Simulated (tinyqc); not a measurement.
Gate voltage for a given inversion charge.

Problem. p-type body, charge-sheet picture, depletion and inversion only, full ionisation (an idealisation for deep acceptors), Boltzmann statistics (rough once Na exp(x - xn) passes about Nc/7). In units of Vt: xg = (Vg - Vfb)/Vt, x = psi/Vt, G = gamma/sqrt(Vt), xn = (2 phiF + Vc)/Vt. The implicit equation is (xg - x)^2 = G^2 [x - 1 + exp(x - xn)] for x above about 3. Cox = eps0 eox/tox. ni = sqrt(Nc Nv) exp(-Eg/(2 Vt)), Eg in volts; phiF = Vt ln(Na/ni); gamma = sqrt(2 q eps0 eps_r Na)/Cox. N_inv = (Cox Vt G/q) [sqrt(x - 1 + exp(x - xn)) - sqrt(x - 1)]. Find x - xn, psi and Vg.

Values chosen for this exercise; band and dielectric values close to those of silicon:
```
symbol    value   unit                                                                 meaning
T           250      K                                                             temperature
Eg         1.11     eV                                                                band gap
eps_r      11.5                                                          relative permittivity
Nc      2.18e19  cm^-3                                  conduction-band density of states at T
Nv         2e19  cm^-3                                     valence-band density of states at T
eox        24.6         relative permittivity of the gate insulator (close to zirconium oxide)
tox          11     nm                                                     insulator thickness
Na       1.5e18  cm^-3                                                        acceptor density
Vfb       -0.34      V                                                       flat-band voltage
Vc          0.2      V                                                    channel-body voltage
```

Constants: q = 1.602176634e-19 C, kB = 1.380649e-23 J/K, Vt = kB T/q, eps0 = 8.8541878128e-14 F/cm where lengths are in cm. Results are converted to the units shown.

N_inv = 2e11 cm^-2

Solution. N_inv rises steadily with x, so it fixes x; the implicit equation then gives xg directly.

x - xn = 1.563
psi = 1.230 V
Vg = 1.295 V

Computed by the program tinyqc: `OMP_NUM_THREADS=1 python tinyqc.py 2122119 2122120 out.jsonl`, one thread of a shared Intel Xeon 2.30GHz, about 0.01 s for the whole run.
